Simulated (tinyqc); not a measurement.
Capacitance measurement on a leaky thin oxide: effects of series resistance and leakage: one step of the calculation.

The device is a capacitance C in parallel with a leakage conductance G, in series with Rs and Ls. An impedance meter reports either a parallel pair (Cp, Gp) from Y = 1/Z = Gp + i w Cp or a series pair (Cs, Rm) from Z = Rm + 1/(i w Cs); w = 2 pi f, dissipation D = Gp/(w |Cp|).

Task. What the meter reports. Z = Rs + i w Ls + 1/(G + i w C).

Values chosen for this exercise; values of the order met in thin-oxide MOS capacitors: series resistance Rs = 280 ohm; series inductance Ls = 0 nH; measuring frequency f = 10000 Hz.

C = 332.08194 pF
G = 68.292683 uS

Give: Z; Cp; Gp; Cs; D.

Result.

Z = (1.367-0.409i) x 1e4 ohm
Cp = 319.7 pF
Gp = 67.13 uS
Cs = 3890 pF
D = 3.341

Cp is 3.7 % below C and Cs is 11.7 times it; G Rs = 0.0191, w C Rs = 0.00584 and G/(w C) = 3.27.

Program tinyqc, `OMP_NUM_THREADS=1 python tinyqc.py 2022046 2022047 out.jsonl`; Intel Xeon 2.30GHz, shared host, one thread, about 0.01 s.
